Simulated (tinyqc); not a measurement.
Worked calculation: Hubbard chain of 2 sites. One step of it, computed by the program tinyqc.

Task: The many-body Hamiltonian. Basis: all placements (u, d, 2, 0 on each site), up operators ordered before down ones; hops carry the sign of the same-spin electrons passed.

one-body matrix (hopping and site energies) (eV):
```
           1          2
1  -0.200000  -0.960000
2  -0.960000  -0.970000
```

U = 4.300000 eV

electrons, up and down: 1  1

Give: H.

Result:

H (eV):
```
         20       ud       du       02
20   3.9000  -0.9600  -0.9600   0.0000
ud  -0.9600  -1.1700   0.0000  -0.9600
du  -0.9600   0.0000  -1.1700  -0.9600
02   0.0000  -0.9600  -0.9600   2.3600
```
